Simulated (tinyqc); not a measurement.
Inside a calculation. Model: deep-level transient spectroscopy.

Computed by the program tinyqc: `OMP_NUM_THREADS=1 python tinyqc.py 2050043 2050044 out.jsonl`, one thread of a shared Intel Xeon 2.30GHz, about 0.01 s for the whole run. Printed values are rounded.

Schottky contact on an n-type layer with shallow donors Nd (all ionised) and a donor-like deep trap, neutral when filled and positive when empty; depletion approximation. Traps within lam of the depletion edge stay filled. A long pulse to Vp fills the traps beyond x1 = Wp - lam; back at Vr those between x1 and x2 = Wr - lam emit. A rate window reads S = C(t2) - C(t1).

Values chosen for this exercise; material values close to those of indium phosphide: relative permittivity eps_r = 12.5; conduction-band density of states at 300 K Nc = 5.59e17 cm^-3; thermal velocity at 300 K vth = 4.1e7 cm/s; shallow donor density Nd = 1.2e16 cm^-3; built-in voltage Vbi = 0.77 V; depth of the trap below the conduction edge Et = 0.14 eV; capture cross-section sn = 1.1e-17 cm^2; trap density Nt = 9.8e13 cm^-3; reverse bias Vr = 7.8 V; reverse bias during the filling pulse Vp = 0 V; first sampling time t1 = 5 ms; second sampling time t2 = 12.5 ms; temperature of the transient T = 132 K; field at the trap F = 9 kV/cm.

Constants: q = 1.602176634e-19 C, kB = 1.380649e-23 J/K, eps0 = 8.8541878128e-14 F/cm where lengths are in cm. Results are converted to the units shown.

## Emission rate and rate window

Emission rate en = sn vth(T) Nc(T) exp(-Et/kB T) = sn g T^2 exp(-Et/kB T), g = vth Nc/(300 K)^2, as vth goes as T^0.5 and Nc as T^1.5 (degeneracy factor 1). For an exponential transient S peaks where en = ew = ln(t2/t1)/(t2 - t1).

g = 2.54656e20 cm^-2 s^-1 K^-2
en = 220.432 1/s
1/en = 4.53655 ms
ew = 122.172 1/s

## Widths

lam = sqrt(2 eps0 eps_r (EF - ET)/(q Nd)), EF - ET = Et - (kB T/q) ln(Nc(T)/Nd), Nc(T) = Nc (T/300 K)^1.5. In the steady state at the band bending V, 2 eps0 eps_r V/q = Nd W^2 + Nt (W - lam)^2 (the second term only if W > lam). V = Vbi + Vr gives Wr and V = Vbi + Vp gives Wp; x1 = max(Wp - lam, 0).

lam = 112.697 nm
Wr = 990.149 nm
Wp = 297.277 nm
x1 = 184.580 nm
x2 = 877.452 nm
G = (x2^2 - x1^2)/Wr^2 = 0.750567

The rule Nt = 2 Nd |dC|/C assumes G = 1 and would understate Nt by a factor of about 1/G = 1.33 here (the limit of small Nt/Nd).

## The transient

t, sample 0 to 6 (ms): 0  2.5  5  8.75  12.5  25  62.5

W(t)^2 = Wr^2 + (Nt/Nd)(x2^2 - x1^2) exp(-en t), C = eps0 eps_r/W; for small Nt, dC/C = -(Nt/2 Nd) G exp(-en t) with G = (x2^2 - x1^2)/Wr^2. S = C(t2) - C(t1).

```
sample  C (nF/cm^2)  C - C(final) (pF/cm^2)
0           11.1437                -34.1013
1           11.1582                -19.6917
2           11.1665                -11.3616
3           11.1729                 -4.9752
4           11.1757                 -2.1776
5           11.1777                 -0.1385
6           11.1778                  0.0000
```

S = 9.18394 pF/cm^2

## Step 1: peak temperature

T at the start = 300 K

Fixed-point step for en(T) = ew: T(new) = (Et q/kB)/ln(sn g T^2/ew), g = vth Nc/(300 K)^2.

T after step 1 = 111.736 K

## Course of the iteration for the peak temperature

Start from 300 K; stop when T changes by less than 1e-8 K.

Course of the iteration:
```
step    T (K)  change (K)
1     111.736         188
2     129.302        17.6
3     126.365        2.94
4     126.818       0.453
5     126.747      0.0709
6     126.758      0.0111
7     126.757     1.72e-3
8     126.757     2.69e-4
9     126.757     4.20e-5
10    126.757     6.55e-6
11    126.757     1.02e-6
12    126.757     1.60e-7
13    126.757     2.49e-8
14    126.757     3.89e-9
```

Converged in 14 steps; each multiplies the error by -2 kB T/Et = -0.16.

## Poole-Frenkel lowering

A Coulomb centre of charge +q (when empty) in the field F lowers its barrier by dE = sqrt(q F/(pi eps0 eps_r)) along the field. One-dimensional rate: en exp(b), b = dE/kB T; three-dimensional (Hartke): en {[1 + (b - 1) exp(b)]/b^2 + 1/2}.

dE = 20.3644 meV
b = 1.79030
rate, one-dimensional = 1320.66 1/s
rate, three-dimensional = 504.625 1/s

The one-dimensional form is 2.62 times the three-dimensional one, which counts the directions in which the barrier is lowered less or not at all.
